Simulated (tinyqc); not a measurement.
Worked calculation: linear model of a band gap against the share of exact exchange. Values are carried at full precision from step to step, so a last printed digit may differ when a step is redone from the rounded ones.

E(alpha) = E0 + S alpha. A wider gap screens less, modelled in the Penn form eps(alpha) = 1 + (e0 - 1)(EP/(EP + S alpha))^2 with a scale EP chosen for the exercise. A dielectric-dependent hybrid takes alpha = 1/eps.

Inputs chosen for the exercise (of the order of those of TiO2; shifted at random, so the results belong to these values and not to a real crystal): E0 = 1.89 eV (gap of the semi-local functional); S = 8.33 eV (slope dE/d(alpha)); e0 = 8.1 (optical dielectric constant at alpha = 0); EP = 13.9 eV (energy scale of the screening); Et = 3.24 eV (target gap); a_start = 0.5 (starting alpha); fv = 0.53 (share of the opening taken by the valence edge); Ed = 0.59 eV (defect level above the semi-local valence top); cd = -0.12 (shift of the level per unit opening, on the scale of the mean potential).

## Fixed shares

Gap, error against the target and eps for alpha = 0, 0.25 and 1/e0; and the alpha that meets the target, (Et - E0)/S.

Results:
```
alpha   E (eV)  E - Et (eV)    eps
0.0000   1.890       -1.350  8.100
0.2500   3.973        0.733  6.370
0.1235   2.918       -0.322  7.155
```

alpha for the target = 0.1621

A quarter of exact exchange overshoots the target by 0.73 eV: the material needs 0.162, and 1/e0 = 0.123 lies closer to it than 0.25 does.

## Self-consistent share

Iterate alpha -> 1/eps(alpha) seven times from a_start. The fixed point solves alpha eps(alpha) = 1; the contraction factor there is 2 (eps - 1) S/((EP + S alpha) eps^2).

Iterates:
```
step    alpha     eps  E (eV)
0     0.50000  5.2035  6.0550
1     0.19218  6.7092  3.4908
2     0.14905  6.9834  3.1316
3     0.14320  7.0221  3.0828
4     0.14241  7.0273  3.0763
5     0.14230  7.0280  3.0754
6     0.14229  7.0281  3.0753
7     0.14229  7.0281  3.0752
```

fixed point = 0.14229
contraction factor = 0.1348

The factor is positive, so the iterates approach from one side, the error shrinking to 0.13 of itself each step; the gap is within 0.01 eV of its limit from step 3. Self-consistency moves the gap by +0.157 eV against the one-shot choice 1/e0, since a wider gap screens less.

## Band edges and a deep level

The opening c = S alpha lowers the valence top by fv c and raises the conduction edge by (1 - fv) c, both against the mean potential; the level moves by cd c. Use the fixed point. Compare with stretching the level in proportion to the gap and with pinning it to either edge.

opening c = 1.185 eV

shifts of the valence and conduction edges (eV): [-0.628, 0.557]

level above the valence top = 1.076 eV
level below the conduction edge = 1.999 eV

level above the valence top: stretched, tied to the valence edge, tied to the conduction edge (eV): [0.960, 0.590, 1.775]

The three recipes err by -0.12, -0.49 and +0.70 eV against alignment through the mean potential. With cd = -0.12 the level moves with the valence edge, by 0.23 times as much as that edge.

## Checks

- Fixed point by bisection against 60 substitutions: both 0.14229.

Program tinyqc; command `OMP_NUM_THREADS=1 python tinyqc.py 1850672 1850673 out.jsonl`; about 0.01 s on one thread of a shared Intel(R) Xeon(R) Processor @ 2.30GHz.
